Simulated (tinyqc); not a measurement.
## Polarisation charge from two barrier thicknesses

Question. Voff = phiB - dEc - q sigma d/(eps0 eb). Find sigma, phiB - dEc and the thickness at which Voff = 0.

Constants: q = 1.602176634e-19 C, eps0 = 8.8541878128e-14 F/cm where lengths are in cm. Results are converted to the units shown.

Voff at d = 12 and 27 nm (V): -4.9769254  -12.001457
eb = 9.4891000

Solution. Voff is a straight line in d: its slope is -q sigma/(eps0 eb) and its intercept phiB - dEc.

sigma = 2.46e13 cm^-2
phiB - dEc = 0.643 V
thickness for Voff = 0 = 1.37 nm

Program tinyqc, `OMP_NUM_THREADS=1 python tinyqc.py 2180167 2180168 out.jsonl`; Intel Xeon 2.30GHz, shared host, one thread, about 0.01 s.
